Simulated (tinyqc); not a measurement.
Choosing the metal: Schottky barrier with interface states (Cowley-Sze model), image lowering and contact resistance. Computed by tinyqc, a small Python program. Command: `OMP_NUM_THREADS=1 python tinyqc.py 3000399 3000400 out.jsonl pinning walk`. One thread of a shared host (Intel(R) Xeon(R) Processor @ 2.30GHz), about 0.01 s of CPU time with the checks.

An n-type semiconductor under a metal. The barrier lies between the Schottky-Mott limit phi_M - chi and the Bardeen limit E_g - E_n, E_n being the neutrality level of the interface states; the space-charge term of the full Cowley-Sze expression is left out.

Inputs (values chosen for the exercise, with gap, mass and screening modelled on CdTe): gap E_g = 1.52 eV; electron affinity chi = 4.25 eV; metal work function phi_M = 4.47 eV; neutrality level E_n above the valence band = 0.346 eV; interface-state density D = 2e+14 cm^-2 eV^-1; dipole layer thickness delta = 0.41 nm; dipole layer constant eps_i = 1; dielectric constant eps_s = 10.4; electron mass m_e = 0.0958 m_0; valleys M_c = 1; donor density N = 1.6e+15 cm^-3; temperature T = 350 K.

Pinning factor from: interface states.

Constants: e = 1.602176634e-19 C; eps_0 = 8.8541878128e-12 F/m; k_B = 8.617333262e-05 eV/K; hbar = 1.054571817e-34 J s; m_0 = 9.1093837015e-31 kg; k_B = 1.380649e-23 J/K; h = 6.62607015e-34 J s.

Method:
- S = 1/(1 + e^2 D delta/(eps_i eps_0)); for D per eV, e^2 D is the number e x D in SI units, with 1 cm^-2 = 1e4 m^-2.
- phi_B = S (phi_M - chi) + (1 - S)(E_g - E_n); the hole barrier is E_g - phi_B.
- A* = 4 pi e m_e M_c k_B^2/h^3 (a simple valley count); J_s = A* T^2 exp(-phi/k_B T).
- E_00 = (e hbar/2) sqrt(N/(m_e eps_s eps_0)), E_0 = E_00 coth(E_00/k_B T); scaling form of the contact resistivity rho_c = (k_B/(e A* T)) exp(phi_B/E_0), which is the thermionic result when E_00 << k_B T and keeps only the leading exponential of tunnelling when E_00 >> k_B T; image lowering is left out of it.

pinning factor S = 0.0631393

Bardeen barrier = 1.174 eV

E_0 = 0.0301668 eV

Against work function:
```
phi_M (eV)  Schottky-Mott (eV)  phi_B (eV)  J_0 (A/cm^2)  rho_c (ohm cm^2)
4.25                      0.00      1.0999    2.0503e-10        1.4602e+08
4.47                      0.22      1.1138    1.2936e-10        2.3141e+08
4.68                      0.43      1.1270    8.3344e-11        3.5915e+08
4.90                      0.65      1.1409    5.2584e-11        5.6918e+08
5.12                      0.87      1.1548    3.3177e-11        9.0205e+08
5.34                      1.09      1.1687    2.0933e-11        1.4296e+09
5.55                      1.30      1.1820    1.3486e-11        2.2187e+09
5.77                      1.52      1.1958    8.5091e-12        3.5161e+09
```

A span of 1.52 eV in work function moves the barrier by 0.096 eV (slope S = 0.063) and rho_c by 1.4 decades. The barrier equals its Schottky-Mott value only at phi_M = chi + E_g - E_n = 5.42 eV, where the interface states are neutral.
